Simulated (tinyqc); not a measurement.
Thickness of the film: ellipsoidal valleys in the axes of a wafer and a channel.

Valleys with axes a along [111], [1-1-1], [-11-1] and [-1-11], one whole valley each; inverse mass tensor w = 1/mt + (1/ml - 1/mt) a a. Device axes: z = nz/|nz|, x = nx/|nx|, y = z cross x; in them a = (ax, ay, az). Confinement mass mz = 1/w_zz. In the plane w_ij is replaced by u_ij = w_ij - w_iz w_jz/w_zz (i, j = x, y); density-of-states mass md = 1/sqrt(det u); conductivity mass along x mc = 1/u_xx; ballistic transport mass mx = u_yy/det u, width mass my = 1/u_yy.

Hard walls: E_n = c (n pi/t)^2/mz, c = hbar^2/2m0, n = 1, 2, 3. Non-degenerate share of a valley proportional to md sum_n exp(-E_n/kT); mean 1/mc = sum of share/mc. 1 nm = 10 angstrom.

Constants: hbar^2/2m0 = 3.80998211 eV angstrom^2; kB = 8.617333262e-05 eV/K.

Parameters, chosen for this exercise (near those of the L valleys of GaAs; the results hold for these values, not for the real material): ml = 1.899 m0 (longitudinal mass); mt = 0.074 m0 (transverse mass); nz = (1, 1, 0) (surface normal (confinement)); nx = (0, 0, 1) (channel direction); T = 300 K (temperature).

Share of the lowest ladder and mean conductivity mass.

Results:

| t (nm) | lowest E1 (meV) | spread of E1 (meV) | share of the lowest ladder | mean mc |
|---|---|---|---|---|
| 2.0 | 456.5 | 813.9 | 1.000 | 0.6823 |
| 4.0 | 114.1 | 203.5 | 0.999 | 0.6801 |
| 5.0 | 73.0 | 130.2 | 0.989 | 0.6459 |
| 7.0 | 37.3 | 66.4 | 0.888 | 0.4293 |
| 10.0 | 18.3 | 32.6 | 0.703 | 0.2661 |
| 14.0 | 9.3 | 16.6 | 0.602 | 0.2205 |

Give the missing row, t (nm) = 3.0.

Computed row:
```
t (nm)  lowest E1 (meV)  spread of E1 (meV)  share of the lowest ladder  mean mc
3.0               202.9               361.7                       1.000   0.6823
```

The spread falls as 1/t^2 and passes kT = 25.9 meV between t = 10 and 14 nm; the share of the lowest ladder goes from 1.000 to 0.602 and the mean mass goes from 0.6823 to 0.2205, against 0.1878 for equal shares, the limit of a thick film (the bulk value 3/(1/ml + 2/mt) is 0.1089; the two differ since axes are tilted in the x-z plane and in a quantised film no valley carries current across it; once scattering blurs the subbands the bulk value returns). Three subbands a valley become too few once E3 nears kT. In the thinnest rows E1 (456 meV) is beyond the parabolic range; in GaAs the Gamma valley, left out, lies lowest except in the thinnest films.

Program tinyqc; command `OMP_NUM_THREADS=1 python tinyqc.py 1880429 1880430 out.jsonl`; about 0.01 s on one thread of a shared Intel(R) Xeon(R) Processor @ 2.30GHz.
